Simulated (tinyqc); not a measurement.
G0W0 on RHF in the sto-3g basis, for H2, spin multiplicity 1, step by step. One step of it, computed by the program tinyqc.

Problem. G0W0 on Hartree-Fock: HOMO. W(p,q,m) = sqrt2 sum_ia (pq|ia) (X+Y)_ia,m; Sigma_c(x) = sum_(i,m) W^2/(x - e_i + w_m) + sum_(a,m) W^2/(x - e_a - w_m); solve x = e_p + Sigma_c(x) by Newton steps; Z = 1/(1 - dSigma/dx); 1 hartree = 27.211386 eV.

orbital energies (hartree): MO1 -0.579798, MO2 0.674253

Two-electron integrals over orbitals (pq|rs), unique and non-zero (hartree):
```
(11|11) 0.675328   (21|21) 0.181043   (22|11) 0.664233   (22|22) 0.698205
```

excitation energies w (hartree): 1.575052

X + Y:
```
            1
1>2  0.892298
```

Give: The 12 largest terms at x = e_p; Newton steps; quasiparticle energy of the HOMO; Hartree-Fock value.

Solution.

The 12 largest terms at x = e_p (hartree; W for the signs of X + Y given):

| q | m | W | term |
|---|---|---|---|
| 2 | 1 | 0.2285 | -0.0184 |

Newton steps (hartree):

| step | x | Sigma_c(x) | Z |
|---|---|---|---|
| 0 | -0.5798 | -0.0184 | 0.9935 |
| 1 | -0.5981 | -0.0183 | 0.9936 |
| 2 | -0.5981 | -0.0183 | 0.9936 |

quasiparticle energy of the HOMO = -16.2759 eV

Hartree-Fock value = -15.7771 eV
